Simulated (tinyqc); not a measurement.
Admittance spectroscopy and thermally stimulated current of one trap level in a depletion layer: one step, computed by the program tinyqc. Command: `OMP_NUM_THREADS=1 python tinyqc.py 3113012 3113013 out.jsonl admit walk`. One thread of a shared host (Intel(R) Xeon(R) Processor @ 2.30GHz), about 0.01 s of CPU time with the checks.

A Schottky junction on n-type material holds one donor-like electron trap; shallow donors are fully ionised and abrupt depletion edges are assumed.

Question. The capacitance step. With E_c - E_F = k_B T_p ln(N_c/N): lambda = sqrt(2 eps eps_0 (E_t - (E_c - E_F))/(e^2 N)); traps are empty and charged for x < x_t = w - lambda, and V_b = e (N w^2 + N_t x_t^2)/(2 eps eps_0). High frequency: C_hf = eps eps_0/w. Low frequency: C_lf = eps eps_0 (N + N_t)/(N w + N_t x_t).

Inputs (values chosen for the exercise, modelled on n-type germanium):
```
quantity                         value    unit
dielectric constant eps           16.4       -
shallow doping N               6.3e+16  1/cm^3
trap density N_t               3.2e+15  1/cm^3
trap depth E_t below the band    0.206      eV
band bending V_b                  0.43       V
```

E_c - E_F = k_B T_p ln(N_c/N) = 0.1357225 eV

Constants: eps_0 = 8.8541878128e-12 F/m; e = 1.602176634e-19 C.

Give: lambda; depletion width w; crossing point x_t; C_hf; C_lf; step (C_lf - C_hf)/C_hf; small-N_t estimate (N_t/N)(lambda/w).

Answer.

lambda = 44.97 nm

depletion width w = 110.3 nm

crossing point x_t = 65.29 nm

C_hf = 131.7 nF/cm^2

C_lf = 134.4 nF/cm^2

step (C_lf - C_hf)/C_hf = 0.02011

small-N_t estimate (N_t/N)(lambda/w) = 0.02072

Reading N_t/N straight from the step would give 0.0201 against the true 0.0508: the factor lambda/w must be known.
